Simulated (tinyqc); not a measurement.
Growth with time: grain growth, pinning, strength and diffusional creep of a polycrystal or thin film. Computed by tinyqc, a small Python program. Command: `OMP_NUM_THREADS=1 python tinyqc.py 3013897 3013898 out.jsonl grain walk`. One thread of a shared host (Intel(R) Xeon(R) Processor @ 2.30GHz), about 0.01 s of CPU time with the checks.

One mean grain size d describes the structure.

Inputs (values chosen for the exercise, modelled on copper): boundary energy gamma = 0.62 J/m^2; mobility prefactor M0 = 0.0006 m^4/(J s); activation energy of boundary motion Q_m = 1.21 eV; anneal temperature T = 520 K; initial grain size d0 = 170 nm; particle volume fraction f = 0.0066; particle radius r = 4.5 nm; film thickness h = 750 nm; surface energy gamma_s = 1.8 J/m^2.

Sample: thin film on a substrate.

Constants: k_B = 8.617333262e-05 eV/K.

Method. M = M0 exp(-Q_m/(k_B T)). The driving pressure is 2 gamma/d. Zener pinning pressure 3 f gamma/(2 r) stops growth at d_Z = 4 r/(3 f). Grooves where boundaries meet the surface have the angle theta = arcsin(gamma/(2 gamma_s)) and are taken to stop growth at d_h = h/(2 theta), a few film thicknesses; the limit is 1/d_lim = 1/d_Z + 1/d_h. dd/dt = 2 M gamma (1/d - 1/d_lim) integrates to 2 M gamma t = d_lim (d0 - d) + d_lim^2 ln[(d_lim - d0)/(d_lim - d)]; without pinning d^2 = d0^2 + 4 M gamma t.

limit d_lim = 640.385 nm

mobility M = 1.12454e-15 m^4/(J s)

At T:
```
t (s)  free growth (nm)  pinned growth (nm)  d/d_lim
0.44              173.6              172.62  0.26956
1.5               181.9              178.73  0.27910
4.4               202.9              194.10  0.30310
15                266.0              239.13  0.37342
44                389.4              319.88  0.49952
150               668.8              461.11  0.72005
440              1120.7              585.30  0.91398
1500             2052.4              639.01  0.99785
```

What follows from these numbers?

The apparent exponent d ln d/d ln t of the pinned growth is at most about 0.30, below the ideal 1/2, and falls to 0.072 in the last rows: the initial size hides the law early and pinning hides it late.
